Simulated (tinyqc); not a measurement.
From rigid to soft shells: rigid-ion and shell models of the dielectric response of an ionic crystal. Computed by tinyqc, a small Python program. Command: `OMP_NUM_THREADS=1 python tinyqc.py 3011925 3011926 out.jsonl shell walk`. One thread of a shared host (Intel(R) Xeon(R) Processor @ 2.30GHz), about 0.01 s of CPU time with the checks.

Charges +Z and -Z; 4 nearest neighbours, Madelung constant M = 1.638055, volume per ion pair Omega = 3.079201 d^3. Energy per pair U = -M Z^2 e2/d + 4 A exp(-d/rho), e2 = e^2/(4 pi eps_0). In the shell model the anion is a core of charge Y - Z and a massless shell of charge -Y, joined by the spring k; the repulsion acts on the shell. Each ion feels the Lorentz field E + (4 pi/3) P (Gaussian units).

Inputs (values chosen for the exercise, for a model crystal):
```
quantity                        value           unit
nearest-neighbour distance d     2.22       angstrom
ionic charge Z                      1              e
hardness d/rho                    9.1              -
cation mass                        39              u
anion mass                     14.007              u
shell charge size Y              2.19              e
core-shell spring k              41.8  eV/angstrom^2
cation polarisability alpha_+    0.46     angstrom^3
```

Structure: zinc blende.

Constants: e^2/(4 pi eps_0) = 14.39964548 eV angstrom; 1 eV/angstrom^3 = 160.2176634 GPa; nu for 1 eV/(angstrom^2 u) = 15.6333042 THz; 1 THz = 33.35640952 1/cm.

Method:
- Zero pressure fixes 4 A exp(-d/rho) = M Z^2 e2 rho/d^2. Then U = -(M Z^2 e2/d)(1 - rho/d), B = M Z^2 e2 (d/rho - 2)/(9 Omega d), and the spring of one sublattice against the other is R = (1/3) x (Laplacian of the repulsion summed over neighbours) = M Z^2 e2 (d/rho - 2)/(3 d^3), so R = 3 B Omega/d^2.
- With C = 4 pi Z^2 e2/(3 Omega): mu lambda_TO = R - C, mu lambda_LO = R + 2 C; eps_inf = 1 and eps_s = lambda_LO/lambda_TO.
- lambda in eV/(angstrom^2 u) gives the wavenumber 15.6333042 x 33.35640952 x sqrt(lambda); mu is the reduced mass.
- Eliminating the shell gives the anion polarisability alpha_- = Y^2 e2/(k + R), the Szigeti charge Z_S = Z - Y R/(k + R) and the softened spring R' = k R/(k + R). With b = 4 pi (alpha_+ + alpha_-)/(3 Omega): eps_inf = (1 + 2b)/(1 - b) (Clausius-Mossotti); Born charge Z* = Z_S (eps_inf + 2)/3.
- mu lambda_TO = R' - (4 pi e2/(3 Omega)) Z_S^2/(1 - b); mu lambda_LO = mu lambda_TO + 4 pi e2 Z*^2/(eps_inf Omega); eps_s = eps_inf lambda_LO/lambda_TO.

repulsive spring R = 5.10221 eV/angstrom^2

volume Omega = 33.6897 angstrom^3

omega_LO, rigid ions = 478.658 1/cm

Response against the core-shell spring:
```
k (eV/angstrom^2)  eps_inf      Z_S      Z*  omega_TO (1/cm)  omega_LO (1/cm)   eps_s
33                  2.1815  0.70674  0.9851           289.33           383.09  3.8244
42                  1.9447  0.76277  1.0030           289.66           396.50  3.6440
54                  1.7617  0.81094  1.0168           289.92           408.94  3.5051
75                  1.5902  0.86051  1.0298           290.16           422.74  3.3754
110                 1.4554  0.90292  1.0400           290.35           435.46  3.2737
170                 1.3566  0.93619  1.0475           290.48           446.10  3.1994
330                 1.2709  0.96666  1.0539           290.60           456.42  3.1350
1300                1.2044  0.99144  1.0590           290.70           465.26  3.0851
```

What follows from these numbers?

From the stiffest to the softest shell eps_inf rises from 1.20 to 2.18 and Z_S falls from 0.99 to 0.71; omega_LO moves by -18 % and omega_TO by -0.5 %. Screening by eps_inf cuts the LO frequency, which rigid ions overstate (rigid ions: 479 per cm); eps_s goes from 3.09 to 3.82.
